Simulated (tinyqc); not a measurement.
# Frequency dispersion of an accumulation capacitance by border traps, distributed model: what changes with what

Traps spread evenly through the insulator exchange electrons with the semiconductor by tunnelling, with tau(x) = t0 exp(2 ka x) at depth x from the interface. The admittance per area Y seen at depth x obeys dY/dx = -Y^2/(i w eps0 eox) + q Nb ln(1 + i w tau)/tau, with Y(0) = i w Cs and w = 2 pi f; the gate sees Y(tox) = G + i w C. Working variable y = Y/(i w), in uF/cm^2. Cox = eps0 eox/tox.

Inputs (values chosen for the exercise); permittivity close to that of aluminium oxide:
- eox = 8.26 (relative permittivity of the insulator)
- tox = 6.7 nm (insulator thickness)
- Cs = 2.9 uF/cm^2 (semiconductor capacitance in accumulation)
- Nb = 6.4e18 cm^-3 eV^-1 (density of border traps)
- ka = 3.3 1/nm (decay constant of the wave function in the insulator)
- t0 = 9e-11 s (time constant of a trap at the interface)
- f = 1000 Hz (frequency)

Constants: q = 1.602176634e-19 C, eps0 = 8.8541878128e-14 F/cm where lengths are in cm. Results are converted to the units shown.

Each table varies one quantity; the others keep the values above.

## Capacitance and loss against frequency

Cox; trap-free value 1/(1/Cox + 1/Cs); response depth d = ln(1/(w t0))/(2 ka), where w tau = 1; lumped estimate: all traps within d act as C_bt = q Nb d placed at d/2, so C = 1/{1/[1/(1/Cs + d/(2 eps0 eox)) + C_bt] + (tox - d/2)/(eps0 eox)}. C and G from a fine integration; dispersion -d C/d log10 f over C, from f times and over 1.1. For a broad spread of time constants G/w is close to -(pi/2) dC/d ln w.

The same in every row: trap-free C (uF/cm^2) = 0.7931.

Results:

| f (Hz) | d (nm) | C (uF/cm^2) | G/w (uF/cm^2) | dispersion (% a decade) | -(pi/2) dC/d ln w (uF/cm^2) | lumped C (uF/cm^2) |
|---|---|---|---|---|---|---|
| 10 | 2.877 | 0.8515 | 0.008035 | 1.381 | 0.008024 | 0.8429 |
| 100 | 2.529 | 0.8404 | 0.007097 | 1.236 | 0.007087 | 0.8336 |
| 1000 | 2.180 | 0.8307 | 0.006224 | 1.097 | 0.006215 | 0.8252 |
| 10000 | 1.831 | 0.8221 | 0.005412 | 0.9634 | 0.005403 | 0.8178 |
| 1e5 | 1.482 | 0.8148 | 0.004657 | 0.8364 | 0.004649 | 0.8113 |
| 1e7 | 0.7841 | 0.8032 | 0.003310 | 0.6030 | 0.003304 | 0.8009 |

Estimate the missing row, f = 1e6 Hz.

Computed row:

| f (Hz) | d (nm) | C (uF/cm^2) | G/w (uF/cm^2) | dispersion (% a decade) | -(pi/2) dC/d ln w (uF/cm^2) | lumped C (uF/cm^2) |
|---|---|---|---|---|---|---|
| 1e6 | 1.133 | 0.8085 | 0.003958 | 0.7161 | 0.003949 | 0.8057 |

With this row back in the table: C falls from 0.8515 to 0.8032 uF/cm^2, towards the trap-free 0.7931; each decade of frequency removes ln 10/(2 ka) = 0.349 nm from the response depth. The dispersion falls from 1.38 to 0.603 % a decade and G/w falls from 0.00803 to 0.00331 uF/cm^2. G/w stays at 1.00 times -(pi/2) dC/d ln w, the relation for a broad spread of time constants.

## Effect of the decay constant of the wave function in the insulator

Same model as above.

The same in every row: trap-free C (uF/cm^2) = 0.7931.

Effect of the decay constant of the wave function in the insulator:

| ka (1/nm) | d (nm) | C (uF/cm^2) | G/w (uF/cm^2) | dispersion (% a decade) | -(pi/2) dC/d ln w (uF/cm^2) | lumped C (uF/cm^2) |
|---|---|---|---|---|---|---|
| 2.5 | 2.877 | 0.8534 | 0.01081 | 1.853 | 0.01079 | 0.8429 |
| 3.2 | 2.248 | 0.8326 | 0.006603 | 1.161 | 0.006593 | 0.8267 |
| 3.9 | 1.844 | 0.8219 | 0.004555 | 0.8115 | 0.004550 | 0.8180 |
| 4.6 | 1.564 | 0.8154 | 0.003391 | 0.6090 | 0.003388 | 0.8127 |
| 5.3 | 1.357 | 0.8112 | 0.002659 | 0.4802 | 0.002657 | 0.8092 |
| 6 | 1.199 | 0.8083 | 0.002165 | 0.3924 | 0.002164 | 0.8067 |
| 6.7 | 1.074 | 0.8061 | 0.001813 | 0.3295 | 0.001812 | 0.8048 |
| 7.4 | 0.9720 | 0.8045 | 0.001552 | 0.2826 | 0.001551 | 0.8034 |

As ka goes from 2.5 to 7.4, C falls from 0.853 to 0.805 uF/cm^2, the dispersion falls from 1.85 to 0.283 % a decade and G/w falls from 0.0108 to 0.00155 uF/cm^2. The lumped estimate is 1.2 % below C in the first row and 0.14 % below it in the last.

Numbers from tinyqc (`OMP_NUM_THREADS=1 python tinyqc.py 2202058 2202059 out.jsonl`; about 0.4 s on one thread of a shared Intel Xeon 2.30GHz).
